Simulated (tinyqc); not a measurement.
From results back to parameters: Slater-Koster d bands of a bcc metal. Three cases, with inputs chosen for the exercise.

Problem. In a bcc d band E(t2g) = +/-((8/3) dds + (16/9) ddp + (32/9) ddd) + f2 (4 ddp + 2 ddd) and E(eg) = +/-((16/3) ddp + (8/3) ddd) + f2 (3 dds + 3 ddd), with + at Gamma and - at H = (1,0,0). ddd is given; the four levels come from hidden dds, ddp and f2.

Case 1.

Values chosen (out of a larger set: of the size met in W; not measured data): ddd = -0.165 eV (dd delta).

levels (eV): t2g Gamma -1.56018, eg Gamma 1.85879, t2g H 4.52870, eg H -6.56255

Case 2.

Values chosen (out of a larger set: of the size met in Fe; not measured data): ddd = -0.127 eV (dd delta).

levels (eV): t2g Gamma -0.64636, eg Gamma 1.13883, t2g H 2.41320, eg H -3.69850

Case 3.

Values chosen (out of a larger set: of the size met in Mo; not measured data): ddd = -0.096 eV (dd delta).

levels (eV): t2g Gamma -0.97342, eg Gamma 2.06084, t2g H 4.04347, eg H -6.34449

Find: f2; dds, ddp.

Solution. Half differences between Gamma and H give the first-neighbour parts and half sums the second. The eg half difference gives ddp and the t2g one dds. Since 4 ddp + 2 ddd is 3/4 of (16/3) ddp + (8/3) ddd, f2 is 4/3 of the ratio of the t2g half sum to the eg half difference; the eg half sum then serves as a check. Without ddd these four levels would not fix the three integrals.

Case 1.

f2 = 0.470

dds, ddp (eV): -1.503  0.872

Case 2.

f2 = 0.487

dds, ddp (eV): -0.749  0.517

Case 3.

f2 = 0.487

dds, ddp (eV): -1.370  0.836

Computed by tinyqc, one run a case: `OMP_NUM_THREADS=1 python tinyqc.py N N+1 out.jsonl` with N = 1450813, 1451008, 1451069; one thread of a shared Intel(R) Xeon(R) Processor @ 2.30GHz, about 0.07 s a run at most.
